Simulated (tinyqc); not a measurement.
IGBT as a p-i-n diode in series with a MOS channel, on-state and switching loss: one step of the calculation.

High injection (n = p) in a drift layer from x = -W/2 (anode) to +W/2 (cathode side), recombination only in the layer with lifetime tau, ideal emitters. The channel feeds the cathode side and carries the whole current. Auger recombination, carrier-carrier scattering, emitter losses and the carrier dip under the p body are left out.

Question. On-state voltage. n(x) = (tau J/(2 q La))[cosh(x/La)/sinh y - B sinh(x/La)/cosh y]. Vm = Vt [(8 b/(b + 1)^2)(sinh y/s) arctan(s sinh y) + B ln((1 + B tanh^2 y)/(1 - B tanh^2 y))], s = sqrt(1 - B^2 tanh^2 y); Vj = Vt ln(n(-W/2) n(W/2)/ni^2), ni = sqrt(Nc Nv) exp(-Eg/(2 Vt)), Eg in volts; Vc = J Rch; Von = Vm + Vj + Vc.

Values chosen for this exercise; material values close to those of silicon:
```
symbol,value,unit,meaning
T,300,K,temperature
Eg,1.14,eV,band gap
Nc,2.75e19,cm^-3,conduction-band density of states at T
Nv,2.69e19,cm^-3,valence-band density of states at T
tau,0.45,us,high-injection lifetime
J,30,A/cm^2,current density
Rch,2.5,mohm cm^2,channel and accumulation resistance
```

Constants: q = 1.602176634e-19 C, kB = 1.380649e-23 J/K, Vt = kB T/q. Results are converted to the units shown.

b = 2.9166667
B = 0.48936170
La = 28.838591 um
y = 1.0402727

Wanted: Vm; Vj; Vc; Von.

Answer.

Vm = 0.052640 V
Vj = 0.76131 V
Vc = 0.075000 V
Von = 0.88895 V

Vm does not depend on J, since the carrier density grows with it. Junctions, layer and channel take 86, 5.9 and 8.4 % of Von.

Numbers from tinyqc (`OMP_NUM_THREADS=1 python tinyqc.py 2590044 2590045 out.jsonl`; about 0.01 s on one thread of a shared Intel Xeon 2.30GHz).
